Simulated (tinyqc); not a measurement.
Ranking of structures: pair-potential crystal by lattice sums. Computed by tinyqc, a small Python program. Command: `OMP_NUM_THREADS=1 python tinyqc.py 3027475 3027476 out.jsonl pairsum walk`. One thread of a shared host (Intel(R) Xeon(R) Processor @ 2.30GHz), about 0.01 s of CPU time with the checks.

Energy per atom E = (1/2) sum over neighbours of phi(r); d is the nearest-neighbour distance.

Inputs (values chosen for the exercise, for model atoms):
```
quantity            value      unit
well depth eps       0.78        eV
pair minimum r0      3.91  angstrom
cut-off r_c/r0        2.4         -
stiffness alpha r0    7.3         -
```

Potential: Morse. Structure: hcp.

Constants: 1 eV/angstrom^3 = 160.2176634 GPa.

Method:
- phi0(r) = eps [exp(-2 alpha (r - r0)) - 2 exp(-alpha (r - r0))]; shifted-force cut-off: phi(r) = phi0(r) - phi0(r_c) - (r - r_c) phi0'(r_c) for r < r_c, zero beyond.
- Shells (distance in units of d, count): fcc 1.0000 (12), 1.4142 (6), 1.7321 (24), 2.0000 (12), 2.2361 (24), 2.4495 (8), 2.6458 (48), 2.8284 (6), 3.0000 (36), 3.1623 (24); hcp 1.0000 (12), 1.4142 (6), 1.6330 (2), 1.7321 (18), 1.9149 (12), 2.0000 (6), 2.2361 (12), 2.3805 (12), 2.4495 (6), 2.5166 (6), 2.5820 (12), 2.6458 (24), 2.7080 (6), 2.8868 (12), 3.0000 (12), 3.1091 (24), 3.1623 (12); bcc 1.0000 (8), 1.1547 (6), 1.6330 (12), 1.9149 (24), 2.0000 (8), 2.3094 (6), 2.5166 (24), 2.5820 (24), 2.8284 (24), 3.0000 (32); sc 1.0000 (6), 1.4142 (12), 1.7321 (8), 2.0000 (6), 2.2361 (24), 2.4495 (24), 2.8284 (12), 3.0000 (30), 3.1623 (24); diamond 1.0000 (4), 1.6330 (12), 1.9149 (12), 2.3094 (6), 2.5166 (12), 2.8284 (24), 3.0000 (16). Volumes per atom in d^3: fcc 0.70711, hcp 0.70711, bcc 0.76980, sc 1.00000, diamond 1.53960; hcp has the ideal c/a. Every shell inside the cut-off is summed.
- Equilibrium: dE/dd = 0 at the lowest minimum with d between 0.78 r0 and 1.45 r0; B = d^2 E''(d)/(9 Omega).

Each structure at its own equilibrium:
```
structure  neighbours  d (angstrom)  E (eV/atom)  volume (angstrom^3)  B (GPa)
fcc                12        3.8829      -5.0000               41.395   228.29
hcp                12        3.8828      -5.0010               41.393   228.33
bcc                 8        3.8083      -4.6421               42.519   205.98
sc                  6        3.8344      -2.8619               56.376    95.47
diamond             4        3.8804      -1.6633               89.961    34.88
```

What follows from these numbers?

The order is hcp < fcc < bcc < sc < diamond; hcp lies 0.99 meV below fcc. fcc (-5.000035 eV) and hcp (-5.001029 eV) share two shells and differ from the third on. Pair forces reward the number of bonds: diamond reaches only 33 % of the best binding. Caution: each structure is relaxed in d alone and may be unstable against shear; the tiny fcc-hcp difference depends on the cut-off.

Extremes, crossings and ranges named in words are read from the listed rows.
